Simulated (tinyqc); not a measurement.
What moves the results: deformation potentials from a strained empirical pseudopotential. A value that a table varies takes the place of the one given here.

Diamond lattice, no spin-orbit coupling. Atomic form factor V(q) = a1 (q^2 - a2)/(a3 exp(a4 q^2) - 1) in rydberg with q in 1/bohr, for the unstrained cell. Under a strain e the reciprocal vectors and k go over into (1 + e)^(-1) G, the atoms sit at +/- tau with tau = (1 + e) a (1,1,1)/8 - zeta a (eyz, ezx, exy)/4, and H(G,G') = c |k + G|^2 delta + (V(q)/det(1 + e)) cos(q.tau), q = G - G', with the term q = 0 left out; c = hbar^2/2m0. The basis is fixed before straining: all G with |k + G|^2 up to 16 (2 pi/a)^2. k is given in units of 2 pi/a of the unstrained cell.

Constants: hbar^2/2m0 = 3.80998211 eV angstrom^2; Ry = 13.60569312 eV; a0 (Bohr radius) = 0.5291772105 angstrom.

Inputs chosen for the exercise (near those of Si; the results hold for these values, not for the real material):
- a = 5.428 angstrom (lattice constant)
- A = (0.536, 2.192, 2.069, 0.484) (a1 (Ry bohr^2), a2 (1/bohr^2), a3, a4 (bohr^2))
- h = 0.004 (size of the test strain)
- kD = 0.82 2 pi/a (position of the Delta minimum)
- a1 = 0.536
- a2 = 2.192
- a3 = 2.069
- a4 = 0.484

## The internal displacement

Xu of L (level 5, the lowest empty one) and d from exy = eyz = ezx = h for several zeta: Xu = [E(L [111]) - E(L [1-1-1])]/((8/3) h), d = (single valence level - pair)/(3 sqrt(3) h). zeta = 0 strains the bonds with the lattice; zeta = 1 keeps all four bond lengths equal to first order.

Results:

| zeta | Xu (L) (eV) | d (eV) |
|---|---|---|
| 0.00 | 11.23 | 0.64 |
| 0.25 | 11.60 | -1.67 |
| 0.50 | 11.98 | -3.98 |
| 0.60 | 12.14 | -4.90 |
| 0.75 | 12.39 | -6.29 |
| 1.00 | 12.80 | -8.59 |

What does this show, and why?

From zeta = 0 to 1, d goes from 0.64 to -8.59 eV and Xu (L) from 11.23 to 12.80 eV, both nearly linearly: the displacement is an optical-phonon mode, and d = d(0) - zeta d0/4 gives its deformation potential d0 = 37 eV. Leaving the relaxation out (zeta = 0 for 0.5) moves d by +4.62 eV, which reverses its sign, and Xu (L) by -0.76 eV. Tetragonal strain has no such freedom.

## Size of the test strain

e = diag(-h/2, -h/2, h). Xu = [E(Delta z) - E(Delta x)]/(1.5 h) at fixed kD, b = [E(Z) - E(X, Y)]/(4.5 h); one-sided from +h alone, central from +h and -h.

Results (eV):

| h | Xu one-sided | Xu central | b one-sided | b central |
|---|---|---|---|---|
| 0.0010 | 8.056 | 8.061 | -3.283 | -3.279 |
| 0.0025 | 8.048 | 8.061 | -3.289 | -3.279 |
| 0.0050 | 8.036 | 8.061 | -3.300 | -3.279 |
| 0.0100 | 8.011 | 8.062 | -3.320 | -3.280 |
| 0.0200 | 7.964 | 8.066 | -3.361 | -3.280 |
| 0.0300 | 7.920 | 8.073 | -3.403 | -3.282 |

What can be read from the table?

From h = 0.001 to 0.03 the one-sided Xu drifts by -0.136 eV and the central one by +0.012 eV; for b the drifts are -0.119 and -0.002 eV. The central difference cancels the term of second order in the strain, so its error goes as h^2. At h = 0.02 the linear law errs by 1.2 % for the valley splitting and 2.5 % for the valence splitting.

## What each parameter of the potential does

Gaps from the valence top to level 8 at Gamma and level 5 at (kD,0,0) and L, and their deformation potentials [E(+h) - E(-h)]/(3 ln((1 + h)/(1 - h))) for e = +/- h 1, h = 0.002. The row for the lattice constant keeps V(q) without the volume factor, so it is not a strain. Each row changes one parameter from the base and keeps the others.

Results:

| case | Gamma (eV) | Delta (eV) | L (eV) | potential Gamma (eV) | potential Delta (eV) | potential L (eV) |
|---|---|---|---|---|---|---|
| base | 4.139 | 1.110 | 2.017 | -8.86 | 2.60 | -1.97 |
| a = 5.482 angstrom | 4.005 | 1.399 | 2.115 | -9.15 | 2.29 | -2.16 |
| a1 = 0.531 | 4.096 | 1.042 | 1.968 | -8.78 | 2.61 | -1.95 |
| a2 = 2.17 | 4.252 | 1.035 | 2.020 | -8.79 | 2.65 | -1.93 |
| a3 = 2.09 | 4.091 | 1.016 | 1.952 | -8.77 | 2.60 | -1.96 |
| a4 = 0.479 | 4.233 | 1.197 | 2.094 | -9.03 | 2.52 | -2.05 |

What can be read from the table?

The largest shifts from the base row, up to three for each result and ties (the steps differ in size, so this ranks the rows, not the parameters). Gamma (eV): a -0.133, a2 +0.114, a4 +0.095. Delta (eV): a +0.289, a3 -0.094, a4 +0.088. L (eV): a +0.098, a4 +0.077, a3 -0.065. potential Gamma (eV): a -0.29, a4 -0.17, a3 +0.09. potential Delta (eV): a -0.31, a4 -0.08, a2 +0.05; unchanged at the printed digits by a3. potential L (eV): a -0.19, a4 -0.08, a2 +0.03.

Run: tinyqc, `OMP_NUM_THREADS=1 python tinyqc.py 1850276 1850277 out.jsonl`; Intel(R) Xeon(R) Processor @ 2.30GHz, one thread, shared host; about 0.3 s of CPU time with all checks.
